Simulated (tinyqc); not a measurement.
Worked calculation: tight binding, dimerised chain. Computed by tinyqc, a small Python program that keeps every step. Settings: t1 = 1.54, t2 = 2.17, delta = 0, points = 12, cells = 4. Command: `OMP_NUM_THREADS=1 python tinyqc.py 22868 22869 out.jsonl` (the two numbers bound the seeds that draw the settings). One thread of a shared host (Intel(R) Xeon(R) Processor @ 2.60GHz), about 0.01 s of CPU time with the checks.

## Bloch Hamiltonian at k

Parameters chosen for this model:
```
parameter     value                      unit
t1         1.540000       eV, inside the cell
t2         2.170000         eV, between cells
delta             0  eV, +/- on the two sites
```

k point k (2 pi / a): [0.220000]

H_AA = +delta, H_BB = -delta, H_AB = -t1 - t2 exp(-i k a).

H(k) at k (eV), order A, B:
$$\begin{pmatrix}
0.000000 & -1.946617+2.131563i \\
-1.946617-2.131563i & 0.000000
\end{pmatrix}$$

## Levels at k

Diagonalise the Hermitian matrix.

eigenvalues (eV): [-2.886673, 2.886673]

weights |c|^2 of the basis functions, order A, B:
$$\begin{pmatrix}
0.500000 & 0.500000 \\
0.500000 & 0.500000
\end{pmatrix}$$

## Bloch Hamiltonian at X

k point X (2 pi / a): [0.500000]

As before.

H(k) at X (eV), order A, B:
$$\begin{pmatrix}
0.000000 & 0.630000 \\
0.630000 & 0.000000
\end{pmatrix}$$

## Levels at X

As before.

eigenvalues (eV): [-0.630000, 0.630000]

weights |c|^2 of the basis functions, order A, B:
$$\begin{pmatrix}
0.500000 & 0.500000 \\
0.500000 & 0.500000
\end{pmatrix}$$

## Bands along a path

The same steps at evenly spaced points between the labelled ones.

Bands along the path (eV):
```
k            band 1    band 2
G         -3.710000  3.710000
G-X 0.20  -3.533786  3.533786
G-X 0.40  -3.024210  3.024210
G-X 0.60  -2.239454  2.239454
G-X 0.80  -1.293582  1.293582
X         -0.630000  0.630000
```

With 1 band(s) filled, the highest filled level on these points lies at X and the lowest empty one at X: a gap of 1.2600 eV, direct.

## Berry (Zak) phase of the lower band

On 12 points k_j = j/N: phase = -Im ln of the product of <u_j|u_(j+1)>, closed with u_N = u_0 (the cell-periodic part is taken without the site positions). Single arguments depend on the phases chosen for the u_j; only their sum modulo 2 pi does not.

Overlaps:
```
j   |<u_j|u_j+1>|  argument (rad)
0        0.988221        0.153634
1        0.987696       -0.464298
2        0.986231        0.787466
3        0.982037       -1.143429
4        0.963690        1.603556
5        0.805744        0.633866
6        0.805744        0.633866
7        0.963690        1.603556
8        0.982037       -1.143429
9        0.986231        0.787466
10       0.987696       -0.464298
11       0.988221        0.153634
```

phase / pi, folded into (-1, 1] = 1.000000

## Open chain of 4 cells

H of the open chain (eV):
$$\begin{pmatrix}
0.000000 & -1.540000 & 0.000000 & 0.000000 & 0.000000 & 0.000000 & 0.000000 & 0.000000 \\
-1.540000 & 0.000000 & -2.170000 & 0.000000 & 0.000000 & 0.000000 & 0.000000 & 0.000000 \\
0.000000 & -2.170000 & 0.000000 & -1.540000 & 0.000000 & 0.000000 & 0.000000 & 0.000000 \\
0.000000 & 0.000000 & -1.540000 & 0.000000 & -2.170000 & 0.000000 & 0.000000 & 0.000000 \\
0.000000 & 0.000000 & 0.000000 & -2.170000 & 0.000000 & -1.540000 & 0.000000 & 0.000000 \\
0.000000 & 0.000000 & 0.000000 & 0.000000 & -1.540000 & 0.000000 & -2.170000 & 0.000000 \\
0.000000 & 0.000000 & 0.000000 & 0.000000 & 0.000000 & -2.170000 & 0.000000 & -1.540000 \\
0.000000 & 0.000000 & 0.000000 & 0.000000 & 0.000000 & 0.000000 & -1.540000 & 0.000000
\end{pmatrix}$$

The same hoppings without the wrap-around bond.

levels (eV): [-3.484210, -2.833138, -1.830244, -0.311316, 0.311316, 1.830244, 2.833138, 3.484210]

weights of the highest filled level on the sites: [0.297150, 0.012143, 0.137675, 0.053031, 0.053031, 0.137675, 0.012143, 0.297150]

The bulk gap runs from -0.6300 to 0.6300 eV; 2 level(s) of this chain lie inside it: end states, which need the weaker bond inside the cell and a chain longer than their decay length.
